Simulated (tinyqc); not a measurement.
Quasi-harmonic thermal expansion with mode Grueneisen parameters: one step, computed by the program tinyqc. Command: `OMP_NUM_THREADS=1 python tinyqc.py 3027472 3027473 out.jsonl qha walk`. One thread of a shared host (Intel(R) Xeon(R) Processor @ 2.30GHz), about 0.02 s of CPU time with the checks.

A crystal with two atoms a cell; per atom there are 1 transverse acoustic (TA), 1/2 longitudinal acoustic (LA) and 3/2 optical (O) modes. Every frequency of group i scales as nu_i (V/V0)^(-gamma_i). Each group has one frequency. Static energy: E = (9 V0 B0/16) [y^3 B' + y^2 (2 - 4 y)], y = (V0/V)^(2/3) - 1, with pressure P_s = (3 B0/2) (z^7 - z^5) [1 + (3/4)(B' - 4)(z^2 - 1)], z = (V0/V)^(1/3).

Problem. Mode groups at the static volume. For a mode with x = h nu/(k_B T), n = 1/(exp(x) - 1): U = h nu (n + 1/2), C/k_B = x^2 n (n + 1); U_i and C_i sum these over group i with its weight per atom. Phonon pressure P_ph = sum_i gamma_i U_i/V.

Inputs (values chosen for the exercise, modelled on magnesium oxide):
```
quantity                       value             unit
static volume V0                9.34  angstrom^3/atom
frequency nu_TA                 8.81              THz
frequency nu_LA                 12.8              THz
frequency nu_O                  15.4              THz
Grueneisen parameter gamma_TA    1.4                -
Grueneisen parameter gamma_LA    1.4                -
Grueneisen parameter gamma_O     1.8                -
temperature T                    800                K
```

Acoustic groups: Einstein.

Constants: h x 1 THz = 4.135667696 meV; k_B = 8.617333262e-05 eV/K; 1 eV/angstrom^3 = 160.2176634 GPa.

Give: Groups; phonon pressure at V0.

Solution.

Groups:
```
group  h nu_i/(k_B T)  U_i (meV)  C_i (k_B)  gamma_i C_i (k_B)
TA            0.52852     70.536    0.97704             1.3679
LA            0.76788     36.147    0.47614            0.66660
O             0.92385     110.66     1.3977             2.5159
```

phonon pressure at V0 = 5.9789 GPa
